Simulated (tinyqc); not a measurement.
Millisecond and nanosecond annealing: surface heating, thermal budget and solid-phase regrowth: one step, computed by the program tinyqc.

A square pulse heats the surface of a thick wafer with constant thermal properties; losses by radiation are neglected and silicon melts at 1414 C.

Question. Peak temperature. Absorbed flux q = (1 - R) fluence/t_p; kappa = k/c. With f(z, t) = (2 q/k) sqrt(kappa t) ierfc(z/(2 sqrt(kappa t))), ierfc(x) = exp(-x^2)/sqrt(pi) - x erfc(x): T = T0 + f(z, t) during the pulse and T0 + f(z, t) - f(z, t - t_p) after it. At the surface the rise at the end of the pulse is 2 q sqrt(t_p/(pi k c)); the fluence that just melts the surface scales with (1414 - T0).

Inputs (values chosen for the exercise, modelled on hot silicon with boron):
```
quantity                      value        unit
incident fluence               9.94      J/cm^2
pulse length t_p            0.00021           s
reflectance R                  0.34           -
thermal conductivity k         0.27    W/(cm K)
heat capacity per volume c     2.13  J/(cm^3 K)
preheat temperature T0          400           C
```

Source: scanned laser.

Give: absorbed flux q; kappa; thermal length sqrt(kappa t_p); peak temperature; fluence at the melting threshold.

Answer.

absorbed flux q = 31240 W/cm^2

kappa = 0.1268 cm^2/s

thermal length sqrt(kappa t_p) = 51.59 um

peak temperature = 1074 C

fluence at the melting threshold = 14.96 J/cm^2
